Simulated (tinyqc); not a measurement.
From results back to parameters: interface roughness in a thin film (subband fluctuation and scattering). Two cases, with inputs chosen for the exercise.

Problem. The screened mobility was computed from a hidden rms height D.

Gaussian roughness spectrum S(q) = pi D^2 Lc^2 exp(-q^2 Lc^2/4). Degenerate gas, taken to fill one subband (the second starts to fill once c kF^2/md exceeds E2 - E1, which is not tested here): kF = sqrt(2 pi Ns/gv), q = 2 kF sin(theta/2), 1/tau = (md/(2 pi c hbar)) G^2 times the integral from 0 to pi of S(q)(1 - cos theta)/eps(q)^2 dtheta, eps(q) = 1 + qs/q with screening (qs = gv md q0/(c eps), q0 = e^2/(4 pi eps0), form factors left out, which overstates the screening; other scattering is left out too, so these values lie far above measured mobilities in all but the thinnest films) or 1 without; mobility = tau c2/md with c2 = e/m0 = 1.75882e15 cm^2/(V s^2); 1e12/cm^2 = 1e-4/angstrom^2.

Constants: hbar^2/2m0 = 3.80998211 eV angstrom^2; hbar = 6.58211957e-16 eV s; e^2/(4 pi eps0) = 14.39964547 eV angstrom.

Case 1.

Values chosen (near those of a thin Si channel on (100), two-fold valleys; the results hold for these values, not for the real material): md = 0.191 m0 (mass in the plane); gv = 2 (valleys); Lc = 54 angstrom (correlation length); Ns = 7.1 x 1e12/cm^2 (sheet density); eps = 7.5 (mean dielectric constant at the channel).

G = |dE1/dt| = 1.7768 meV/angstrom
mobility = 573385 cm^2/(V s)

Case 2.

Values chosen (near those of a thin Ge channel on (111), one valley; the results hold for these values, not for the real material): md = 0.081 m0 (mass in the plane); gv = 1 (valleys); Lc = 38 angstrom (correlation length); Ns = 0.69 x 1e12/cm^2 (sheet density); eps = 11.5 (mean dielectric constant at the channel).

G = |dE1/dt| = 3.9633 meV/angstrom
mobility = 7003.01 cm^2/(V s)

Find: mobility for D = 1 angstrom; D.

Solution. The mobility goes as 1/D^2, so D is the square root of the ratio. One value fixes only D^2 times a function of Lc; a second density is needed to part the two.

Case 1.

mobility for D = 1 angstrom = 5.510e+06 cm^2/(V s)
D = 3.10 angstrom

Case 2.

mobility for D = 1 angstrom = 9.587e+04 cm^2/(V s)
D = 3.70 angstrom

Computed by tinyqc, one run a case: `OMP_NUM_THREADS=1 python tinyqc.py N N+1 out.jsonl` with N = 1251349, 1251372; one thread of a shared Intel(R) Xeon(R) Processor @ 2.30GHz, about 0.01 s a run at most.
